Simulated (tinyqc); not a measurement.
Plane-wave Kohn-Sham cycle with exchange-only LDA in a layered model solid, step by step. One step of it, computed by the program tinyqc.

Task: Iteration 1: Hamiltonian at one k. H(m,m') = (k + G_m)^2/2 delta + V(G_m - G_m'), with V(-G) = V(G).

A solid whose potential varies along x alone (atomic units):

| parameter | value |
|---|---|
| period a | 15.300000 |
| cross-section of the cell | 12.000000 |
| electrons per cell | 4 |
| grid points | 16 |
| plane waves -n..n, n | 2 |
| k points | 4 |
| V1 in V1 cos(2 pi x/a) | -0.620000 |
| V2 in V2 cos(4 pi x/a) | -0.120000 |

V(G_m), m = 0, 1, 2, ... (hartree): -0.275034  -0.310000  -0.060000  0.000000  0.000000

k = 0.125000 2 pi / a

Give: H.

Result:

H (hartree), lower triangle:
```
         -2       -1       +0       +1      +2
-2   0.0214
-1  -0.3100  -0.2105
+0  -0.0600  -0.3100  -0.2737
+1   0.0000  -0.0600  -0.3100  -0.1683
+2   0.0000   0.0000  -0.0600  -0.3100  0.1057
```
